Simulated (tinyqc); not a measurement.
# Planar ballistic transistor, top-of-the-barrier model: effects of single changes

At the top of the source barrier, states moving towards the drain are filled by the source (Fermi level 0) and states moving back by the drain (Fermi level -q Vd); nothing scatters. U is the shift of the band edge there, set by the capacitances CG, CD and CS (the total) and by the charge. Parabolic two-dimensional band; the source is grounded.

Parameters, values chosen for the exercise; mass and valleys close to those of germanium:
- T = 300 K (temperature)
- m = 0.117 m0 (effective mass)
- gv = 4 (valley degeneracy)
- eox = 22 (relative permittivity of the gate insulator)
- tox = 3.2 nm (insulator thickness)
- aG = 0.77 (gate control CG/CS)
- aD = 0.055 (drain control CD/CS)
- E0 = 0.19 eV (band edge at the barrier top above the source Fermi level at zero bias)

Constants: q = 1.602176634e-19 C, kB = 1.380649e-23 J/K, hbar = 1.054571817e-34 J s, m0 = 9.1093837015e-31 kg, Vt = kB T/q, eps0 = 8.8541878128e-14 F/cm where lengths are in cm. Results are converted to the units shown.

Each table varies one quantity; the others keep the values above.

## Effect of the insulator thickness

N0 = gv m kB T/(pi hbar^2), CG = eps0 eox/tox, vT = sqrt(2 kB T/(pi m)), CS = CG/aG, n0 = n at U = 0 and Vd = 0. eta1 = -(E0 + U)/Vt, eta2 = eta1 - Vd/Vt, n = (N0/2)[F_0(eta1) + F_0(eta2)], F_0(x) = ln(1 + exp x). U = UL + q (n - n0)/CS with UL = -(aG Vg + aD Vd), energies in eV. I = q (N0/2) vT [F_(1/2)(eta1) - F_(1/2)(eta2)] per width, F_(1/2)(x) = (2/sqrt(pi)) int_0^infinity u^(1/2)/(1 + exp(u - x)) du. CQ = (q/Vt) dn/d(eta1). E0 is held fixed.

In this table Vg = 0.8 V, Vd = 0.8 V.

Result of one run:
```
tox (nm)   eta1  n (cm^-2)  I (uA/um)  mean velocity I/(q n) (cm/s)   CQ/CS
0.74      12.47   3.151e13    2.126e4                       4.211e7  0.4581
```

What becomes of these results when the insulator thickness tox is changed from 0.74 to 0.5 nm, all else the same?

Result of the changed run:
```
tox (nm)   eta1  n (cm^-2)  I (uA/um)  mean velocity I/(q n) (cm/s)   CQ/CS
0.5       13.88   3.508e13    2.494e4                       4.437e7  0.3095
```

The whole series:
```
tox (nm)   eta1  n (cm^-2)  I (uA/um)  mean velocity I/(q n) (cm/s)   CQ/CS
0.5       13.88   3.508e13    2.494e4                       4.437e7  0.3095
0.74      12.47   3.151e13    2.126e4                       4.211e7  0.4581
1.1       10.82   2.733e13    1.722e4                       3.933e7  0.6810
1.6       9.134   2.308e13    1.342e4                       3.630e7  0.9904
2.4       7.314   1.848e13       9699                       3.275e7   1.485
3.6       5.629   1.423e13       6656                       2.919e7   2.221
5.4       4.175   1.059e13       4394                       2.590e7   3.292
8         3.015   7.741e12       2876                       2.319e7   4.721
```

As tox goes from 0.5 to 8 nm, n falls from 3.51e13 to 7.74e12 cm^-2, the mean velocity falls from 4.44e7 to 2.32e7 cm/s and the current falls from 24900 to 2880 uA/um. CQ/CS goes from 0.31 to 4.7. Over the range the current goes as tox^(-0.78) on average. For tox = 0.5 to 0.74 nm the insulator is under 1 nm thick, where gate tunnelling would matter.

## Effect of the effective mass

Same model as above.

CQ = (q/Vt) dn/d(eta1). E0 is held fixed.

In this table Vg = 0.8 V, Vd = 0.8 V.

Results:
```
m (m0)    eta1  n (cm^-2)  I (uA/um)  mean velocity I/(q n) (cm/s)   CQ/CS
0.02     13.58   5.867e12       9980                       1.062e8  0.3386
0.05     9.846   1.063e13       9800                       5.752e7  0.8466
0.08     7.722   1.334e13       8679                       4.060e7   1.354
0.13     5.678   1.595e13       7103                       2.779e7   2.194
0.2      4.133   1.792e13       5667                       1.973e7   3.333
0.32     2.783   1.965e13       4312                       1.370e7   5.103
0.5      1.783   2.093e13       3312                       9.875e6   7.247
0.8     0.9454   2.201e13       2532                       7.180e6   9.755
```

Estimate the missing row, m = 0.032 m0.

Computed row:
```
m (m0)   eta1  n (cm^-2)  I (uA/um)  mean velocity I/(q n) (cm/s)   CQ/CS
0.032   11.79   8.150e12    1.024e4                       7.839e7  0.5418
```

With this row back in the table: As m goes from 0.02 to 0.8 m0, n rises from 5.87e12 to 2.20e13 cm^-2, the mean velocity falls from 1.06e8 to 7.18e6 cm/s and the current goes from 9980 through a maximum of 10200 (at m = 0.032 m0 among the rows listed) to 2530 uA/um. CQ/CS goes from 0.34 to 9.8. A light mass gives fast carriers but too few states, a heavy one charge but slow carriers, hence the maximum between. For m = 0.02 to 0.032 m0 the source Fermi level lies over 0.3 eV above the band edge, where a light band is no longer parabolic.

## Output curve

Same model as above.

CQ = (q/Vt) dn/d(eta1).

In this table Vg = 0.8 V.

Results:
```
Vd (V)    eta1  n (cm^-2)  I (uA/um)  mean velocity I/(q n) (cm/s)   CQ/CS
0.01    3.4494  1.6650e13     478.70                      1.7945e6  3.8126
0.025   3.6827  1.6393e13     1183.5                      4.5060e6  3.7905
0.05    4.0633  1.5976e13     2314.3                      9.0418e6  3.7180
0.1     4.7691  1.5211e13     4333.2                      1.7780e7  3.3732
0.2     5.5950  1.4429e13     6527.1                      2.8234e7  2.1820
0.3     5.7387  1.4517e13     6839.2                      2.9405e7  1.9803
0.4     5.8120  1.4695e13     6965.8                      2.9587e7  1.9753
0.6     5.9551  1.5055e13     7211.7                      2.9898e7  1.9759
0.8     6.0980  1.5416e13     7460.5                      3.0207e7  1.9766
```

Estimate the missing row, Vd = 0.15 V.

Computed row:
```
Vd (V)    eta1  n (cm^-2)  I (uA/um)  mean velocity I/(q n) (cm/s)   CQ/CS
0.15    5.3143  1.4651e13     5809.1                      2.4747e7  2.7249
```

With this row back in the table: The current rises from 479 to 7460 uA/um; n goes from 1.67e13 through a minimum of 1.44e13 (at Vd = 0.2 V among the rows listed) to 1.54e13 cm^-2 and eta1 rises from 3.45 to 6.10. The resistance in the first row is 20.9 ohm um, though nothing scatters in the channel. The current passes 90 % of its last value at Vd = 0.3 V among the rows, where eta2 = -5.9: the drain no longer fills returning states.

Program tinyqc, `OMP_NUM_THREADS=1 python tinyqc.py 2400079 2400080 out.jsonl`; Intel Xeon 2.30GHz, shared host, one thread, about 0.01 s.
